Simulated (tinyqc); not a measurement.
Tunnelling through a two-layer gate stack, WKB transmission and Tsu-Esaki current: effect of the thickness t1 at fixed voltage.

Electrons leave the emitter at x = 0. Energies E (motion across the layers) are in eV from the emitter Fermi level; the collector Fermi level lies at -V and offers states at every E. No charge in the dielectric and no image force: F1 = V/(t1 + t2 eps1/eps2), F2 = F1 eps1/eps2; U = phi1 - F1 x in layer 1 and phi2 - F1 t1 - F2 (x - t1) in layer 2. With C = hbar^2/(2 m0), kappa = sqrt(m (U - E)/C) where U > E and 0 elsewhere; T(E) = exp(-S), S = 2 times the integral of kappa over x.

Each layer adds (2/F) sqrt(m/C) [G(u at its left edge) - G(u at its right edge)] to S, with u = U - E (0 where negative) and G(u) = (2/3) u^1.5. J = J0 times the integral of T(E) N(E) dE, N = ln[(1 + exp(-E/Vt))/(1 + exp((-E - V)/Vt))], J0 = q^2 me m0 kB T/(2 pi^2 hbar^3) (times 1e-4 for A/cm^2 per eV), from E = -Ef to far above the barrier (T = 1 there), by quadrature converged to the digits shown.

Inputs (values chosen for the exercise); layer 1 close to aluminium oxide, layer 2 close to hafnium oxide: temperature T = 350 K; Fermi energy of the emitter above its band bottom Ef = 1 eV; emitter mass in the supply function me = 0.69 m0; barrier of layer 1 above the emitter Fermi level at zero bias phi1 = 2.73 eV; tunnelling mass of layer 1 m1 = 0.42 m0; relative permittivity of layer 1 eps1 = 9.04; barrier of layer 2 at zero bias phi2 = 1.52 eV; tunnelling mass of layer 2 m2 = 0.21 m0; thickness of layer 2 t2 = 2.6 nm; relative permittivity of layer 2 eps2 = 21.7; voltage across the dielectric V = 0.3 V.

Constants: q = 1.602176634e-19 C, kB = 1.380649e-23 J/K, hbar = 1.054571817e-34 J s, m0 = 9.1093837015e-31 kg, Vt = kB T/q, hbar^2/(2 m0) = 0.0380998212 eV nm^2. Results are converted to the units shown.

Effect of the thickness t1 at fixed voltage:
```
t1 (nm)	S at E = 0	T(E = 0)	J (A/cm^2)	mean E of the current (eV)
0.6	20.52	1.222e-9	0.3189	-0.2538
0.77	22.31	2.048e-10	0.04900	-0.2420
0.94	24.10	3.417e-11	0.007528	-0.2309
1.11	25.89	5.683e-12	0.001157	-0.2204
1.29	27.80	8.480e-13	1.595e-4	-0.2099
1.46	29.59	1.403e-13	2.459e-5	-0.2006
1.63	31.40	2.318e-14	3.795e-6	-0.1918
1.8	33.20	3.824e-15	5.866e-7	-0.1834
```

What does the comparison show?

J falls from 0.319 to 5.87e-7 A/cm^2: 4.79 decades a nanometre between the first two rows and 4.77 between the last two. The exponent S alone gives dS/dt/ln 10 = 4.56 and 4.60. In 2 of the 8 rows a layer is thinner than 0.8 nm, a few atomic planes, where an effective mass is a rough description.

Numbers from tinyqc (`OMP_NUM_THREADS=1 python tinyqc.py 2540099 2540100 out.jsonl`; about 0.03 s on one thread of a shared Intel Xeon 2.30GHz).
